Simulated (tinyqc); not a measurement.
Mass and g factor above the band edge: five-level k.p model folded onto the conduction band.

Second-order sums for the lowest conduction level at E: 1/m = 1 + Cm + (Ep/3)(2/E + 1/(E + Dso)) - (Ep2/3)(2/(E7 + D2 - E) + 1/(E7 - E)); g/2 = 1 + Cg - (Ep/3)(1/E - 1/(E + Dso)) - (Ep2/3)(1/(E7 - E) - 1/(E7 + D2 - E)). E is counted from the top of the valence band; E = Eg at the edge.

Inputs chosen for the exercise (near those of GaAs; shifted at random, so the results belong to these values and not to a real crystal): Eg = 1.525 eV (gap at Gamma to the s-like level); Dso = 0.339 eV (spin-orbit splitting); Ep = 25.8 eV (Kane energy); E7 = 4.57 eV (upper Gamma7 conduction level, from the valence top); D2 = 0.15 eV (its spin-orbit splitting, Gamma8 above Gamma7); Ep2 = 5.2 eV (Kane energy to the upper levels); Cm = -0.5 (remote term in 1/m); Cg = 0 (remote term in g/2).

The sums are evaluated at E = Eg + dE, as is done for confined or hot electrons.

Results:
```
dE (meV)    m(E)    g(E)  m(E)/m(Eg)  1 + dE/Eg
0         0.0679  -0.105      1.0000     1.0000
50        0.0703   0.011      1.0355     1.0328
100       0.0727   0.116      1.0715     1.0656
150       0.0752   0.213      1.1080     1.0984
200       0.0777   0.301      1.1451     1.1311
300       0.0829   0.458      1.2211     1.1967
```

Give the missing row, dE (meV) = 20.

Computed row:
```
dE (meV)    m(E)    g(E)  m(E)/m(Eg)  1 + dE/Eg
20        0.0688  -0.057      1.0141     1.0131
```

Over 300 meV the mass grows by 22.1 %, against 19.7 % for two levels alone, and g moves from -0.105 to 0.458, crossing zero near dE = 45 meV.

Program tinyqc; command `OMP_NUM_THREADS=1 python tinyqc.py 1051237 1051238 out.jsonl`; about 0.01 s on one thread of a shared Intel(R) Xeon(R) Processor @ 2.30GHz.
